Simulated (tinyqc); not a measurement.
## Remanence, coercive field and barrier from the coefficients

Question. u = al P^2 + be P^4 - E P (P in uC/cm^2, E in kV/cm, u in mJ/cm^3). Find Pr, the polarisation Pc at which dE/dP = 0, Ec and the barrier u(0) - u(Pr).

al = -78.808312 kV cm/uC
be = 0.17512958 kV cm^5/uC^3

Solution. Pr^2 = -al/(2 be), Pc^2 = -al/(6 be), Ec = -(4/3) al Pc and the barrier is al^2/(4 be).

Pr = 15.00 uC/cm^2
Pc = 8.660 uC/cm^2
Ec = 910.0 kV/cm
barrier = 8866 mJ/cm^3

tinyqc, about 0.08 s, one thread, Intel Xeon 2.30GHz (shared host): `OMP_NUM_THREADS=1 python tinyqc.py 2860067 2860068 out.jsonl`
